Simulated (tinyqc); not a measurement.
Finite-size error of a charged defect in a periodic cell: Madelung and Makov-Payne terms. Changing the charge q. Computed by tinyqc, a small Python program. Command: `OMP_NUM_THREADS=1 python tinyqc.py 3010383 3010384 out.jsonl imagecharge sweep`. One thread of a shared host (Intel(R) Xeon(R) Processor @ 2.30GHz), about 0.04 s of CPU time with the checks.

L is the cube root of the cell volume. The defect charge is a Gaussian, rho(r) = q (2 pi sigma^2)^(-3/2) exp(-r^2/2 sigma^2), repeated periodically in a uniform neutralising background and screened by a continuum. The model cell energy is E(L) = E_0 + [periodic - isolated electrostatic energy].

Inputs (values chosen for the exercise, for a model uniaxial host):

| quantity | value | unit |
|---|---|---|
| cell length L | 9.58 | angstrom |
| dielectric constant eps_xy | 9.57 | - |
| dielectric constant eps_z | 7.12 | - |
| axis ratio c/a | 0.892 | - |
| width sigma of the defect charge | 1.6 | angstrom |
| formation energy of the isolated defect E_0 | 5.916 | eV |

Supercell lattice: hexagonal. Screening: uniaxial.

Constants: e^2/(4 pi eps_0) = 14.39964548 eV angstrom.

Method:
- Cell vectors: (1,0,0), (-1/2,sqrt(3)/2,0), (0,0,c/a), scaled to volume L^3.
- Ewald sum for a unit point charge: scale each Cartesian component of the cell by 1/sqrt(eps_i), giving R', G' and V'; E = [ (1/2) sum erfc(eta R')/R' + (2 pi/V') sum exp(-G'^2/4 eta^2)/G'^2 - eta/sqrt(pi) - pi/(2 V' eta^2) ] e^2/(4 pi eps_0) / sqrt(eps_x eps_y eps_z), over n_i = -6..6, omitting n = (0,0,0), eta = 2/V'^(1/3). alpha = -2 E eps_g L/(e^2/(4 pi eps_0)), eps_g = (eps_x eps_y eps_z)^(1/3).
- Periodic energy of the Gaussian: (2 pi q^2/V) sum_(G != 0) exp(-sigma^2 G^2)/(G.eps.G) x e^2/(4 pi eps_0), n_i = -k..k with k = max(9, L/sigma rounded up). Isolated energy: q^2/(2 sqrt(pi) sigma) <1/(n.eps.n)> e^2/(4 pi eps_0), the mean over directions n (64 Gauss-Legendre points in cos(theta)).

One run for each value:

| charge q (e) | point-charge correction -q^2 E (eV) | finite-size error (eV) |
|---|---|---|
| 1 | 0.2470 | -0.2170 |
| 2 | 0.9879 | -0.8679 |
| 3 | 2.2227 | -1.9528 |
| 4 | 3.9515 | -3.4716 |
| 5 | 6.1742 | -5.4243 |

Describe and explain the trends.

Over the rows, point-charge correction -q^2 E (eV) rises from 0.247 to 6.17 (exponent d ln y / d ln x about 2.0 throughout); finite-size error (eV) falls from -0.217 to -5.42 (exponent d ln y / d ln x about 2.0 throughout). Every term goes as q^2.
